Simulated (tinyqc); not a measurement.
Worked calculation: CIS on RHF in the sto-3g basis, for BeH2, spin multiplicity 1. One step of it, computed by the program tinyqc.

Question. CIS matrix, triplets. A(ia,jb) = (e_a - e_i) d_ij d_ab - (ij|ab).

orbital energies (hartree): MO1 -4.524084, MO2 -0.443214, MO3 -0.403319, MO4 0.213288, MO5 0.213288, MO6 0.420851, MO7 0.844320

Two-electron integrals over orbitals (pq|rs), unique and non-zero (hartree):
```
(11|11) 2.271615    (21|11) -0.192004   (21|21) 0.025049    (22|11) 0.475826
(22|21) -0.005726   (22|22) 0.400221    (31|11) 0.022451    (31|21) -0.002197
(31|22) 0.004045    (31|31) 0.005837    (32|11) -0.000407   (32|21) 0.002051
(32|22) 0.042195    (32|31) 0.012278    (32|32) 0.152630    (33|11) 0.442990
(33|21) -0.003049   (33|22) 0.392068    (33|31) -0.002637   (33|32) -0.034835
(33|33) 0.433819    (41|41) 0.015762    (42|41) 0.015014    (42|42) 0.048060
(43|41) -0.001819   (43|42) -0.004015   (43|43) 0.014273    (44|11) 0.569178
(44|21) -0.007647   (44|22) 0.363303    (44|31) 0.000864    (44|32) 0.000108
(44|33) 0.348274    (44|44) 0.449859    (51|51) 0.015762    (52|51) 0.015014
(52|52) 0.048060    (53|51) -0.001819   (53|52) -0.004015   (53|53) 0.014273
(54|54) 0.024249    (55|11) 0.569178    (55|21) -0.007647   (55|22) 0.363303
(55|31) 0.000864    (55|32) 0.000108    (55|33) 0.348274    (55|44) 0.401360
(55|55) 0.449859    (61|11) -0.187488   (61|21) 0.024927    (61|22) -0.006606
(61|31) -0.003290   (61|32) -0.000494   (61|33) -0.003455   (61|44) -0.005177
(61|55) -0.005177   (61|61) 0.025184    (62|11) 0.120127    (62|21) -0.006353
(62|22) -0.023407   (62|31) 0.000210    (62|32) -0.012658   (62|33) -0.041382
(62|44) 0.057413    (62|55) 0.057413    (62|61) -0.004523   (62|62) 0.078439
(63|11) -0.022685   (63|21) 0.000684    (63|22) -0.021470   (63|31) -0.001675
(63|32) -0.089442   (63|33) 0.028056    (63|44) -0.011226   (63|55) -0.011226
(63|61) 0.000776    (63|62) -0.004548   (63|63) 0.085713    (64|41) 0.016334
(64|42) 0.046669    (64|43) -0.006300   (64|64) 0.050376    (65|51) 0.016334
(65|52) 0.046669    (65|53) -0.006300   (65|65) 0.050376    (66|11) 0.470948
(66|21) -0.006762   (66|22) 0.386964    (66|31) 0.000120    (66|32) -0.007109
(66|33) 0.402062    (66|44) 0.361926    (66|55) 0.361926    (66|61) -0.006313
(66|62) -0.030727   (66|63) 0.010240    (66|66) 0.405362    (71|11) -0.005776
(71|21) 0.002164    (71|22) 0.004822    (71|31) 0.010355    (71|32) 0.018835
(71|33) -0.004735   (71|44) -0.000077   (71|55) -0.000077   (71|61) 0.000110
(71|62) -0.000699   (71|63) -0.000983   (71|66) -0.001284   (71|71) 0.020177
(72|11) 0.020217    (72|21) -0.000299   (72|22) -0.012740   (72|31) 0.003959
(72|32) -0.041367   (72|33) 0.005347    (72|44) 0.008715    (72|55) 0.008715
(72|61) -0.000814   (72|62) 0.017361    (72|63) 0.059245    (72|66) -0.001422
(72|71) 0.007678    (72|72) 0.058281    (73|11) 0.143083    (73|21) -0.004636
(73|22) -0.002631   (73|31) -0.000273   (73|32) -0.000627   (73|33) -0.018784
(73|44) 0.063086    (73|55) 0.063086    (73|61) -0.003395   (73|62) 0.072783
(73|63) -0.017215   (73|66) -0.023305   (73|71) -0.001437   (73|72) 0.007457
(73|73) 0.082735    (74|41) 0.000657    (74|42) 0.003622    (74|43) 0.013240
(74|64) 0.001386    (74|74) 0.016790    (75|51) 0.000657    (75|52) 0.003622
(75|53) 0.013240    (75|65) 0.001386    (75|75) 0.016790    (76|11) -0.001695
(76|21) 0.001491    (76|22) 0.035201    (76|31) 0.010518    (76|32) 0.136968
(76|33) -0.035326   (76|44) 0.000474    (76|55) 0.000474    (76|61) -0.000601
(76|62) -0.010016   (76|63) -0.092748   (76|66) -0.009442   (76|71) 0.016445
(76|72) -0.052432   (76|73) 0.001710    (76|76) 0.138514    (77|11) 0.565677
(77|21) -0.008299   (77|22) 0.420372    (77|31) 0.001586    (77|32) 0.012790
(77|33) 0.432280    (77|44) 0.386095    (77|55) 0.386095    (77|61) -0.008387
(77|62) -0.029947   (77|63) -0.004451   (77|66) 0.425601    (77|71) 0.000535
(77|72) -0.007491   (77|73) -0.004303   (77|76) 0.008770    (77|77) 0.476148
```

Give: CIS matrix A, triplet.

Answer.

CIS matrix A, triplet (hartree), lower triangle:
```
        1>4     1>5     1>6     1>7    2>4    2>5     2>6     2>7
1>4   4.168
1>5   0.000   4.168
1>6   0.000   0.000   4.474
1>7   0.000   0.000   0.002   4.803
2>4   0.008   0.000   0.000   0.000  0.293
2>5   0.000   0.008   0.000   0.000  0.000  0.293
2>6   0.000   0.000   0.007  -0.001  0.000  0.000   0.477
2>7   0.000   0.000  -0.001   0.008  0.000  0.000  -0.035   0.867
3>4  -0.001   0.000   0.000   0.000  0.000  0.000   0.000   0.000
3>5   0.000  -0.001   0.000   0.000  0.000  0.000   0.000   0.000
3>6   0.000   0.000   0.000  -0.011  0.000  0.000   0.007  -0.137
3>7   0.000   0.000  -0.011  -0.002  0.000  0.000  -0.137  -0.013

       3>4    3>5    3>6    3>7
3>4  0.268
3>5  0.000  0.268
3>6  0.000  0.000  0.422
3>7  0.000  0.000  0.035  0.815
```
